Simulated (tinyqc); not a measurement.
Implant damage, amorphisation by cascade overlap, and solid-phase epitaxial regrowth: one step, computed by the program tinyqc.

Range and width of the damage are inputs. Dynamic annealing enters only through the surviving share f.

Question. The amorphous layer. Displaced share x(z) = f nu Q exp(-(z - R_d)^2/(2 s_d^2))/(sqrt(2 pi) s_d N); the layer is amorphous where x > x_c, between R_d -/+ s_d sqrt(2 ln(x_max/x_c)), the upper edge being cut at the surface. Threshold dose Q_c = Q x_c/x_max.

Inputs (values chosen for the exercise, modelled on phosphorus ions in silicon): atomic density N = 49.9 1/nm^3; depth of the damage peak R_d = 10 nm; width of the damage profile s_d = 4.8 nm; share of defects that survive f = 0.91; critical displaced share x_c = 0.18; dose Q = 1.5e+15 1/cm^2.

displacements per ion nu = 179.6403

Give: peak displaced share x_max; threshold dose Q_c; upper edge; lower edge.

Answer.

peak displaced share x_max = 4.084

threshold dose Q_c = 6.611e+13 1/cm^2

upper edge = 0 nm

lower edge = 21.99 nm

The layer reaches the surface. Caution: x above 1 counts atoms displaced more than once.
